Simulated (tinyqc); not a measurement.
X-ray photoelectron analysis of a thin oxide on a semiconductor: attenuation lengths, thickness, angle series and band offsets: one step, computed by the program tinyqc.

The same element is seen in the oxide and in the substrate, at nearly the same kinetic energy; films are flat and uniform, and the work function is ignored.

Task: Peak ratio. R_0 = (rho_o/M_o) L_o/((rho_s/M_s) L_s); peak ratio R = I_ox/I_sub = R_0 [exp(d/(L_o cos theta)) - 1]; hence d = L_o cos theta ln(1 + R/R_0). A carbon layer weakens both peaks alike, by exp(-d_C/(L_o cos theta)) if its L is taken equal to L_o. This R_0 leaves out intrinsic losses from the substrate peak, so calibrated values can be larger.

Inputs (values chosen for the exercise, modelled on SiO2 on 4H-SiC):
```
quantity,value,unit
oxide density,2.13,g/cm^3
oxide formula mass,60.08,g/mol
substrate density,3.21,g/cm^3
substrate formula mass,40.1,g/mol
oxide thickness d,0.58,nm
emission angle from the normal,15,degrees
carbon overlayer,0.57,nm
```

L in the oxide = 4.377758 nm

L in the substrate = 3.262630 nm

Give: R_0; d/(L_o cos theta); ratio R; oxide share of the counts; attenuation by carbon; depth 3 L_o cos theta.

Result:

R_0 = 0.5943

d/(L_o cos theta) = 0.1372

ratio R = 0.08736

oxide share of the counts = 0.08034

attenuation by carbon = 0.8739

depth 3 L_o cos theta = 12.69 nm
